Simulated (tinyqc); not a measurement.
Deep-level transient spectroscopy: one step of the calculation.

Schottky contact on an n-type layer with shallow donors Nd (all ionised) and a donor-like deep trap, neutral when filled and positive when empty; depletion approximation. Traps within lam of the depletion edge stay filled. A long pulse to Vp fills the traps beyond x1 = Wp - lam; back at Vr those between x1 and x2 = Wr - lam emit. A rate window reads S = C(t2) - C(t1).

Problem. The transient. W(t)^2 = Wr^2 + (Nt/Nd)(x2^2 - x1^2) exp(-en t), C = eps0 eps_r/W; for small Nt, dC/C = -(Nt/2 Nd) G exp(-en t) with G = (x2^2 - x1^2)/Wr^2. S = C(t2) - C(t1).

Values chosen for this exercise; material values close to those of 4H silicon carbide:
- eps_r = 9.79 (relative permittivity)
- Nd = 2.6e15 cm^-3 (shallow donor density)
- Nt = 2e13 cm^-3 (trap density)
- t1 = 2 ms (first sampling time)
- t2 = 8 ms (second sampling time)

Constants: eps0 = 8.8541878128e-14 F/cm where lengths are in cm. Results are converted to the units shown.

t, sample 0 to 6 (ms): 0  1  2  5  8  16  40
en = 112.80325 1/s
Wr = 2090.6905 nm
G = (x2^2 - x1^2)/Wr^2 = 0.63426867

Wanted: C; C - C(final); S.

Solution.

```
sample  C (nF/cm^2)  C - C(final) (pF/cm^2)
0             4.136                  -10.08
1             4.137                   -9.01
2             4.138                   -8.05
3             4.140                   -5.74
4             4.142                   -4.10
5             4.144                   -1.66
6             4.146                   -0.11
```

S = 3.952 pF/cm^2

tinyqc, about 0.01 s, one thread, Intel Xeon 2.30GHz (shared host): `OMP_NUM_THREADS=1 python tinyqc.py 2050030 2050031 out.jsonl`
